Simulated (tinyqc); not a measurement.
Raising D: domain walls in a thin film with perpendicular anisotropy: Bloch, Neel and chiral walls, motion and stripe domains. Computed by tinyqc, a small Python program. Command: `OMP_NUM_THREADS=1 python tinyqc.py 3001752 3001753 out.jsonl mwall walk`. One thread of a shared host (Intel(R) Xeon(R) Processor @ 2.30GHz), about 0.01 s of CPU time with the checks.

One-dimensional wall: polar angle theta(x), azimuth phi of the moment in the wall (phi = 0 Neel, 90 degrees Bloch). mu_0 = 1.25663706212e-6 T m/A, gamma = 1.76085963023e11 rad/(s T).

Inputs (values chosen for the exercise, for a model film):
```
quantity,value,unit
saturation magnetisation M_s,856,kA/m
exchange stiffness A,19,pJ/m
uniaxial anisotropy K_u,572,kJ/m^3
DMI constant D,0.056,mJ/m^2
thickness t,1.2,nm
```

Method. K_eff = K_u - mu_0 M_s^2/2; Delta = sqrt(A/K_eff); sigma_0 = 4 sqrt(A K_eff); profile theta = 2 arctan exp(x/Delta); quality factor Q = 2 K_u/(mu_0 M_s^2). sigma(phi) = sigma_0 + 2 Delta K_D cos^2(phi) - pi D cos(phi), with the wall shape anisotropy K_D = N_x mu_0 M_s^2/2, N_x = t ln 2/(pi Delta). The minimum has cos(phi) = D/D_N for D < D_N = 4 Delta K_D/pi and phi = 0 beyond; sigma turns negative at D_c = (sigma_0 + 2 Delta K_D)/pi.

D_N = 0.155201 mJ/m^2

D_c = 1.93171 mJ/m^2

width parameter Delta = 13.0475 nm

sigma_0 = 5.82486 mJ/m^2

Wall against D; the last column is the Kaplan-Gehring width, log10[0.955 t exp(pi sigma/(mu_0 M_s^2 t))/nm], with a dash where it falls below 10 Delta and the formula fails:
```
D (mJ/m^2),phi (degrees),sigma (mJ/m^2),sigma/sigma_0,log10 domain width
0.031,78.478,5.8151,0.99833,7.2397
0.078,59.830,5.7633,0.98943,7.1757
0.120,39.359,5.6791,0.97498,7.0717
0.390,0.000,4.8434,0.83151,6.0398
0.770,0.000,3.6496,0.62656,4.5657
1.200,0.000,2.2987,0.39464,2.8977
1.500,0.000,1.3563,0.23284,-
1.700,0.000,0.7279,0.12497,-
```

D_N is 8 % of D_c, so a small D fixes the chirality long before it lowers the energy much. Beyond D_N sigma falls by pi per unit of D, and the domain width, which has sigma in an exponent, drops by 4.3 decades over the valid rows (values above 6 mean a single domain in any device).

Extremes, crossings and ranges named in words are read from the listed rows.
